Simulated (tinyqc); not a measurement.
Longitudinal sound in a periodic multilayer: transfer matrices, stop bands and folded phonons: one step, computed by the program tinyqc. Command: `OMP_NUM_THREADS=1 python tinyqc.py 3004982 3004983 out.jsonl multilayer walk`. One thread of a shared host (Intel(R) Xeon(R) Processor @ 2.30GHz), about 0.01 s of CPU time with the checks.

Layers 1 and 2 repeat with period d = d_1 + d_2; waves travel normal to the layers, without loss. State vector (u, s): displacement u and stress divided by omega. Impedances Z = rho v are in 1e6 kg/(m^2 s).

Question. Impedances, mean velocity and Bragg frequency. Z = rho v; interface reflection r = (Z_2 - Z_1)/(Z_2 + Z_1) (stress amplitude, from 1 into 2); Bragg frequency f_B = 1/[2 (d_1/v_1 + d_2/v_2)]; long-wave velocity v_eff = d/sqrt[(d_1/v_1)^2 + (d_2/v_2)^2 + (Z_1/Z_2 + Z_2/Z_1)(d_1/v_1)(d_2/v_2)].

Inputs (values chosen for the exercise, modelled on silica (layer 1), platinum (layer 2) and silica (substrate)):
```
quantity,value,unit
density rho_1,2.22,g/cm^3
velocity v_1,6050,m/s
thickness d_1,855,nm
density rho_2,21.5,g/cm^3
velocity v_2,4160,m/s
thickness d_2,1400,nm
substrate density,2.23,g/cm^3
substrate velocity,5890,m/s
```

Give: Z_1; Z_2; Z of the substrate; interface reflection r; Bragg frequency f_B; long-wave velocity v_eff.

Answer.

Z_1 = 13.431

Z_2 = 89.44

Z of the substrate = 13.1347

interface reflection r = 0.7389

Bragg frequency f_B = 1.046 GHz

long-wave velocity v_eff = 3335 m/s
